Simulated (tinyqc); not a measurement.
Solute against host over temperature: five-frequency model of solute diffusion by vacancies in an fcc metal. Computed by tinyqc, a small Python program. Command: `OMP_NUM_THREADS=1 python tinyqc.py 3021451 3021452 out.jsonl fivefreq walk`. One thread of a shared host (Intel(R) Xeon(R) Processor @ 2.30GHz), about 0.08 s of CPU time with the checks.

A vacancy next to the solute exchanges with it (w2), jumps to one of 4 sites that also neighbour the solute (w1) or to one of 7 that do not (w3); w4 is the reverse of w3 and w0 the host jump.

Inputs (values chosen for the exercise, for a model solute in a host close to silver): barrier E0 (host jump) = 0.67 eV; barrier E1 (vacancy circles the solute) = 0.613 eV; barrier E2 (exchange) = 0.79 eV; barrier E3 (dissociation) = 0.715 eV; binding energy E_b (positive for attraction) = 0.15 eV; vacancy formation energy E_f = 1.07 eV; formation entropy S_f = 1.7 k_B; attempt frequency nu = 3.5 THz; lattice constant a = 4.09 angstrom; temperature T = 545 K.

Constants: k_B = 8.617333262e-05 eV/K.

Method:
- w_i = nu exp(-E_i/(k_B T)); detailed balance gives E4 = E3 - E_b.
- Manning: with y = w4/w0, 7F = 7 - (10 y^4 + 180.5 y^3 + 927 y^2 + 1341 y)/(2 y^4 + 40.2 y^3 + 254 y^2 + 597 y + 436); f2 = (2 w1 + 7F w3)/(2 w2 + 2 w1 + 7F w3).
- c_v = exp(S_f - E_f/(k_B T)); host D0 = a^2 c_v w0 x 0.7815; solute D2 = a^2 c_v exp(E_b/(k_B T)) w2 f2; 1 angstrom^2 = 1e-16 cm^2.

Diffusion:
```
T (K)       f2  D0 (cm^2/s)  D2 (cm^2/s)   D2/D0
354    0.99711   4.2360e-27   1.4450e-26  3.4112
409    0.99387   9.0808e-24   2.7051e-23  2.9790
463    0.98936   2.8758e-21   7.7221e-21  2.6852
545    0.98052   2.0344e-18   4.8349e-18  2.3766
627    0.97023   2.5868e-16   5.5955e-16  2.1631
708    0.95957   1.0300e-14   2.0680e-14  2.0077
790    0.94895   1.9883e-13   3.7512e-13  1.8867
```

What follows from these numbers?

The apparent activation energy of D2 is 1.709 eV between the coldest rows and 1.703 eV between the hottest; without correlation it would be E_f - E_b + E2 = 1.710 eV, and the host has 1.740 eV. f2 is not small, so the exchange barrier governs.
